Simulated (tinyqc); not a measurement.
MOS structure on a p-type body with a surface-enhanced doping, non-linear Poisson equation by Newton steps: one step of the calculation.

One dimension, insulator interface at x = 0, acceptor density Na + N0 exp(-x/Ls), net doping C = -(acceptor density). psi is counted from the intrinsic level: n = ni exp((psi - Vb)/Vt), p = ni exp(-psi/Vt); deep in the body psi_b = -Vt ln(Na/ni). The gate acts through Cox = eps0 eox/tox and has the potential psi_G = Vg - (phiM - chi - Vt ln(Nc/ni)). Boltzmann statistics, full ionisation, classical densities, no oxide or interface charge. Acceptors in real wide-gap material are deep and only partly ionised in the neutral body.

Task. Densities, residual and Jacobian diagonal. n_i = ni exp((psi_i - Vb)/Vt), p_i = ni exp(-psi_i/Vt), rho_i = p_i - n_i + C_i, g_i = (n_i + p_i)/Vt. Box widths w_i = (h_(i-1) + h_i)/2 in cm. Residual F_i = a_i (psi_(i+1) - psi_i) - a_(i-1) (psi_i - psi_(i-1)) + q rho_i w_i; Jacobian: a_(i-1) and a_i beside the diagonal, b_i = -a_(i-1) - a_i - q g_i w_i on it. Node 0 is free: w_0 = h_0/2, F_0 = a_0 (psi_1 - psi_0) + Cox (psi_G - psi_0) + q rho_0 w_0, b_0 = -a_0 - Cox - q g_0 w_0, with Cox = eps0 eox/tox, psi_G = Vg - (phiM - chi - Vt ln(Nc/ni)). The last node is fixed.

Values chosen for this exercise; band and dielectric values close to those of 4H silicon carbide: temperature T = 350 K; band gap Eg = 3.21 eV; conduction-band density of states at T Nc = 2.13e19 cm^-3; valence-band density of states at T Nv = 3.11e19 cm^-3; electron affinity chi = 3.63 eV; relative permittivity of the gate insulator (close to silicon dioxide) eox = 3.9; insulator thickness tox = 3 nm; gate work function phiM = 4.21 eV; electron quasi-Fermi potential against the body Vb = 0 V; gate voltage against the body Vg = 3.56 V.

Constants: q = 1.602176634e-19 C, kB = 1.380649e-23 J/K, Vt = kB T/q, eps0 = 8.8541878128e-14 F/cm where lengths are in cm. Results are converted to the units shown.

```
node  x (nm)  psi at the start (V)  net doping C (cm^-3)
0          0             1.5099141               -8.2e18
1        0.5             1.4547615         -8.0329490e18
2       1.26             1.3719032         -7.7865282e18
3        2.4             1.2498176         -7.4332217e18
4       4.13             1.0695948         -6.9323973e18
5       6.76             0.8072713         -6.2458472e18
6       10.7             0.4405999         -5.3655493e18
7       16.7            -0.0571542         -4.3054635e18
8       25.8            -0.6723929         -3.1782441e18
9       39.6            -1.2841327         -2.1772166e18
10      60.4            -1.5099141         -1.5000780e18
11      91.9            -1.5099141         -1.1892695e18
12       140            -1.5099141         -1.1090357e18
13       212            -1.5099141         -1.1002931e18
14       321            -1.5099141         -1.1000016e18
```

coupling a_i, interval 0 to 13 (F/cm^2): 1.7336500e-5  1.1405592e-5  7.6037280e-6  5.0105491e-6  3.2959125e-6  2.2000634e-6  1.4447083e-6  9.5255493e-7  6.2813405e-7  4.1674278e-7  2.7518254e-7  1.8021309e-7  1.2039236e-7  7.9525228e-8
ni = 1.9933666e-4 cm^-3

Find: n; p; residual F; diagonal b.

Result.

```
node  n (cm^-3)  p (cm^-3)
0      1.100e18  3.612e-26
1      1.767e17  2.249e-25
2      1.133e16  3.508e-24
3      1.978e14  2.009e-22
4      5.024e11  7.909e-20
5       8.390e7  4.736e-16
6         440.5  9.020e-11
7      2.996e-5   0.001326
8     4.145e-14    9.586e5
9     6.440e-23   6.170e14
10    3.612e-26   1.100e18
11    3.612e-26   1.100e18
12    3.612e-26   1.100e18
13    3.612e-26   1.100e18
14    3.612e-26   1.100e18
```

```
node  residual F (1e-6 C/cm^2)  diagonal b (F/cm^2)
0                        2.540            -1.863e-5
1                       -0.072            -2.880e-5
2                       -0.102            -1.902e-5
3                       -0.146            -1.261e-5
4                       -0.204            -8.306e-6
5                       -0.271            -5.496e-6
6                       -0.340            -3.645e-6
7                       -0.388            -2.397e-6
8                       -0.381            -1.581e-6
9                       -0.313            -1.051e-6
10                      -0.074            -1.597e-5
11                      -0.057            -2.371e-5
12                      -0.009            -3.539e-5
13                       0.000            -5.308e-5
```

Computed by the program tinyqc: `OMP_NUM_THREADS=1 python tinyqc.py 2080081 2080082 out.jsonl`, one thread of a shared Intel Xeon 2.30GHz, about 0.6 s for the whole run.
